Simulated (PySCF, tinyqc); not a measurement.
Worked calculation: CCSD on RHF in the sto-3g basis, for Be, spin multiplicity 1. The lowest restricted solution is unstable here: a spin-polarised one lies 0.0012 hartree lower (PySCF). Computed by tinyqc, a small Python program that keeps every step (integrals from PySCF). Settings: charge = 0, multiplicity = 1, basis = sto-3g, method = RHF, energy threshold = 1e-10, iteration cap = 85, orthogonalisation = canonical, start = atomic densities, DIIS depth = 6, amplitude equations = CCSD, DIIS depth for amplitudes = 0, cap on updates = 75. Command: `OMP_NUM_THREADS=1 python tinyqc.py 22323 22324 out.jsonl` (the two numbers bound the seeds that draw the settings). One thread of a shared host (Intel(R) Xeon(R) Processor @ 2.60GHz), about 0.2 s of CPU time with the checks. The early iterations of the SCF are left out here.

## One-electron integrals

Geometry (angstrom):
```
atom       x       y       z
Be    0.0000  0.0000  0.0000
```

Basis sto-3g: exponents (1/bohr^2) and contraction coefficients of normalised primitives:
```
element  l (shell)  exponent  coefficient
Be           s (1)   30.1679       0.1543
Be           s (1)    5.4951       0.5353
Be           s (1)    1.4872       0.4446
Be           s (2)    1.3148      -0.1000
Be           s (2)    0.3055       0.3995
Be           s (2)    0.0994       0.7001
Be           p (3)    1.3148       0.1559
Be           p (3)    0.3055       0.6077
Be           p (3)    0.0994       0.3920
```

Overlap, kinetic and nuclear-attraction integrals over the contracted functions; the nuclear repulsion is the sum of Za Zb / Rab.

nuclear repulsion = 0 hartree

overlap S:
```
         1Be 1s  1Be 2s  1Be 2px  1Be 2py  1Be 2pz
1Be 1s   1.0000  0.2595   0.0000   0.0000   0.0000
1Be 2s   0.2595  1.0000   0.0000   0.0000   0.0000
1Be 2px  0.0000  0.0000   1.0000   0.0000   0.0000
1Be 2py  0.0000  0.0000   0.0000   1.0000   0.0000
1Be 2pz  0.0000  0.0000   0.0000   0.0000   1.0000
```

kinetic energy T (hartree):
```
          1Be 1s   1Be 2s  1Be 2px  1Be 2py  1Be 2pz
1Be 1s    6.6940  -0.0330   0.0000   0.0000   0.0000
1Be 2s   -0.0330   0.2111   0.0000   0.0000   0.0000
1Be 2px   0.0000   0.0000   0.6606   0.0000   0.0000
1Be 2py   0.0000   0.0000   0.0000   0.6606   0.0000
1Be 2pz   0.0000   0.0000   0.0000   0.0000   0.6606
```

nuclear attraction V (hartree):
```
           1Be 1s   1Be 2s  1Be 2px  1Be 2py  1Be 2pz
1Be 1s   -14.5611  -1.8992   0.0000   0.0000   0.0000
1Be 2s    -1.8992  -2.3133   0.0000   0.0000   0.0000
1Be 2px    0.0000   0.0000  -2.2947   0.0000   0.0000
1Be 2py    0.0000   0.0000   0.0000  -2.2947   0.0000
1Be 2pz    0.0000   0.0000   0.0000   0.0000  -2.2947
```

core Hamiltonian H = T + V (hartree):
```
          1Be 1s   1Be 2s  1Be 2px  1Be 2py  1Be 2pz
1Be 1s   -7.8671  -1.9323   0.0000   0.0000   0.0000
1Be 2s   -1.9323  -2.1022   0.0000   0.0000   0.0000
1Be 2px   0.0000   0.0000  -1.6342   0.0000   0.0000
1Be 2py   0.0000   0.0000   0.0000  -1.6342   0.0000
1Be 2pz   0.0000   0.0000   0.0000   0.0000  -1.6342
```

## Two-electron integrals

Functions are numbered as in S; the eight-fold symmetry (ij|kl) = (ji|kl) = (kl|ij) leaves the list below.

Two-electron integrals (ij|kl) in chemists' order, unique and non-zero (hartree):
```
(11|11) 2.2988   (21|11) 0.3920   (21|21) 0.0795   (22|11) 0.5710
(22|21) 0.1430   (22|22) 0.4177   (31|31) 0.0146   (32|31) 0.0219
(32|32) 0.0923   (33|11) 0.5696   (33|21) 0.1431   (33|22) 0.4176
(33|33) 0.4499   (41|41) 0.0146   (42|41) 0.0219   (42|42) 0.0923
(43|43) 0.0242   (44|11) 0.5696   (44|21) 0.1431   (44|22) 0.4176
(44|33) 0.4014   (44|44) 0.4499   (51|51) 0.0146   (52|51) 0.0219
(52|52) 0.0923   (53|53) 0.0242   (54|54) 0.0242   (55|11) 0.5696
(55|21) 0.1431   (55|22) 0.4176   (55|33) 0.4014   (55|44) 0.4014
(55|55) 0.4499
```

## Orthogonalisation

S = U s U^T; canonical form X = U s^(-1/2), so that X^T S X = 1. Each column of U has its largest component positive (the first on a tie).

eigenvalues of S: 0.7405  1.0000  1.0000  1.0000  1.2595

X:
```
               1       2       3       4       5
1Be 1s    0.8217  0.0000  0.0000  0.0000  0.6301
1Be 2s   -0.8217  0.0000  0.0000  0.0000  0.6301
1Be 2px   0.0000  1.0000  0.0000  0.0000  0.0000
1Be 2py   0.0000  0.0000  1.0000  0.0000  0.0000
1Be 2pz   0.0000  0.0000  0.0000  1.0000  0.0000
```

Within a degenerate level the vectors are fixed only up to a rotation; this is one choice.

## Iteration 3 (converged): orbitals

converged F (hartree):
```
          1Be 1s   1Be 2s  1Be 2px  1Be 2py  1Be 2pz
1Be 1s   -4.4813  -1.2661   0.0000   0.0000   0.0000
1Be 2s   -1.2661  -0.5948   0.0000   0.0000   0.0000
1Be 2px   0.0000   0.0000   0.2211   0.0000   0.0000
1Be 2py   0.0000   0.0000   0.0000   0.2211   0.0000
1Be 2pz   0.0000   0.0000   0.0000   0.0000   0.2211
```

Diagonalise F' = X^T F X, C = X C', fill 2 alpha and 2 beta electrons from the bottom; D = 2 C_occ C_occ^T. Each column has its largest component positive (the first on a tie).

F' = X^T F X (hartree):
```
         1       2       3       4        5
1  -1.7178  0.0000  0.0000  0.0000  -2.0122
2   0.0000  0.2211  0.0000  0.0000   0.0000
3   0.0000  0.0000  0.2211  0.0000   0.0000
4   0.0000  0.0000  0.0000  0.2211   0.0000
5  -2.0122  0.0000  0.0000  0.0000  -3.0203
```

orbital energies (hartree): MO1 -4.4840, MO2 -0.2540, MO3 0.2211, MO4 0.2211, MO5 0.2211

coefficients C:
```
            MO1      MO2     MO3     MO4     MO5
1Be 1s   0.9929  -0.2939  0.0000  0.0000  0.0000
1Be 2s   0.0261   1.0351  0.0000  0.0000  0.0000
1Be 2px  0.0000   0.0000  0.0000  0.0000  1.0000
1Be 2py  0.0000   0.0000  1.0000  0.0000  0.0000
1Be 2pz  0.0000   0.0000  0.0000  1.0000  0.0000
```

D after iteration 3:
```
          1Be 1s   1Be 2s  1Be 2px  1Be 2py  1Be 2pz
1Be 1s    2.1444  -0.5565   0.0000   0.0000   0.0000
1Be 2s   -0.5565   2.1444   0.0000   0.0000   0.0000
1Be 2px   0.0000   0.0000   0.0000   0.0000   0.0000
1Be 2py   0.0000   0.0000   0.0000   0.0000   0.0000
1Be 2pz   0.0000   0.0000   0.0000   0.0000   0.0000
```

Within a degenerate level the vectors are fixed only up to a rotation; this is one choice.

## Convergence

Stop when the energy changes by less than 1e-10 hartree and every element of the error matrix X^T (F D S - S D F) X is below 3e-06.

Course of the cycle:
```
iteration  E (hartree)    change  largest element of the error matrix
1           -14.440986         -                             1.44e-02
2           -14.351880  8.91e-02                             1.26e-15
3           -14.351880  5.33e-15                             2.64e-15
```

PySCF RHF in the same basis = -14.351880 hartree

Converged in 3 iterations.

## Integrals over molecular orbitals

(pq|rs) = sum C_ip C_jq C_kr C_ls (ij|kl), one index at a time.

one-electron integrals over orbitals h = C^T H C (hartree):
```
         1        2        3        4        5
1  -7.8575   0.2676   0.0000   0.0000   0.0000
2   0.2676  -1.7564   0.0000   0.0000   0.0000
3   0.0000   0.0000  -1.6342   0.0000   0.0000
4   0.0000   0.0000   0.0000  -1.6342   0.0000
5   0.0000   0.0000   0.0000   0.0000  -1.6342
```

Two-electron integrals over orbitals (pq|rs), unique and non-zero (hartree):
```
(11|11) 2.2753    (21|11) -0.2533   (21|21) 0.0443    (22|11) 0.5712
(22|21) -0.0142   (22|22) 0.4041    (31|31) 0.0156    (32|31) 0.0206
(32|32) 0.0868    (33|11) 0.5692    (33|21) -0.0089   (33|22) 0.4096
(33|33) 0.4499    (41|41) 0.0156    (42|41) 0.0206    (42|42) 0.0868
(43|43) 0.0242    (44|11) 0.5692    (44|21) -0.0089   (44|22) 0.4096
(44|33) 0.4014    (44|44) 0.4499    (51|51) 0.0156    (52|51) 0.0206
(52|52) 0.0868    (53|53) 0.0242    (54|54) 0.0242    (55|11) 0.5692
(55|21) -0.0089   (55|22) 0.4096    (55|33) 0.4014    (55|44) 0.4014
(55|55) 0.4499
```

## CCSD: starting amplitudes

t_ij^ab = <ij||ab> / (e_i + e_j - e_a - e_b), whose energy is MP2.

Starting amplitudes (spin orbitals 1a, 1b, ...; amplitudes related by a flip of all spins are not repeated):
```
from      to        t
2a 2b  3a 3b  -0.0914
2a 2b  4a 4b  -0.0914
2a 2b  5a 5b  -0.0914
1a 2b  3a 3b  -0.0040
1a 2b  4a 4b  -0.0040
1a 2b  5a 5b  -0.0040
1a 1b  3a 3b  -0.0017
1a 1b  4a 4b  -0.0017
1a 1b  5a 5b  -0.0017
```

correlation energy = -0.024358 hartree

## CCSD: amplitude update 1

t_i^a D_i^a and t_ij^ab D_ij^ab are set to the remaining terms of the spin-orbital equations, evaluated with the old amplitudes; for the doubles these are <ij||ab> + 1/2 <ab||ef> t_ij^ef + 1/2 <mn||ij> t_mn^ab + P(ij)P(ab) <mb||ej> t_im^ae + terms in t^2 + terms with t1, D the orbital-energy denominators.

Amplitudes after update 1 (spin orbitals 1a, 1b, ...; amplitudes related by a flip of all spins are not repeated):
```
from      to        t
2a 2b  3a 3b  -0.1428
2a 2b  4a 4b  -0.1428
2a 2b  5a 5b  -0.1428
1a 2b  3a 3b  -0.0042
1a 2b  4a 4b  -0.0042
1a 2b  5a 5b  -0.0042
1a 1b  3a 3b  -0.0013
1a 1b  4a 4b  -0.0013
1a 1b  5a 5b  -0.0013
```

correlation energy = -0.037763 hartree

## CCSD: convergence

E_corr = 1/4 sum <ij||ab> t_ij^ab + 1/2 sum <ij||ab> t_i^a t_j^b; stop when the norm of the change is below 1e-8.

Course of the amplitude iterations:
```
update  correlation energy (hartree)  norm of the change
0                          -0.024358                   -
1                          -0.037763            1.78e-01
2                          -0.044785            9.39e-02
3                          -0.048334            4.76e-02
4                          -0.050092            2.36e-02
5                          -0.050954            1.16e-02
6                          -0.051374            5.64e-03
7                          -0.051578            2.74e-03
8                          -0.051677            1.33e-03
9                          -0.051725            6.46e-04
10                         -0.051748            3.13e-04
11                         -0.051760            1.52e-04
12                         -0.051765            7.36e-05
13                         -0.051768            3.57e-05
14                         -0.051769            1.73e-05
15                         -0.051770            8.39e-06
16                         -0.051770            4.07e-06
17                         -0.051770            1.97e-06
18                         -0.051770            9.57e-07
19                         -0.051770            4.64e-07
20                         -0.051770            2.25e-07
21                         -0.051770            1.09e-07
22                         -0.051770            5.29e-08
23                         -0.051770            2.57e-08
24                         -0.051770            1.24e-08
25                         -0.051770            6.03e-09
```

Converged amplitudes (spin orbitals 1a, 1b, ...; amplitudes related by a flip of all spins are not repeated):
```
from      to        t
2a 2b  3a 3b  -0.1970
2a 2b  4a 4b  -0.1970
2a 2b  5a 5b  -0.1970
1a 2b  3a 3b  -0.0036
1a 2b  4a 4b  -0.0036
1a 2b  5a 5b  -0.0036
1a 1b  3a 3b  -0.0008
1a 1b  4a 4b  -0.0008
1a 1b  5a 5b  -0.0008
```

CCSD total energy = -14.403651 hartree

T1 diagnostic, norm of the one-spin t1 over sqrt(correlated electrons) = 0.0000

Converged in 25 updates.
